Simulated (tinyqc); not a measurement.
Inside a calculation. Method: Luttinger-Kohn k.p, four valence bands. One step of it, computed by the program tinyqc.

Task: Hole masses. E = c [g1 k^2 -/+ 2 sqrt(g2^2 k^4 + 3 (g3^2 - g2^2)(kx^2 ky^2 + ky^2 kz^2 + kz^2 kx^2))] with c = hbar^2/2m, and m* = hbar^2 k^2 / (2 E).

Luttinger parameters chosen for this model; energies are counted downward from the top of the valence band:
```
parameter     value  unit
g1         5.950000
g2         1.740000
g3         2.450000
```

Give: Masses.

Result:

Masses (electron masses):
```
direction   heavy   light
[100]      0.4049  0.1060
[110]      0.7334  0.0949
[111]      0.9524  0.0922
```
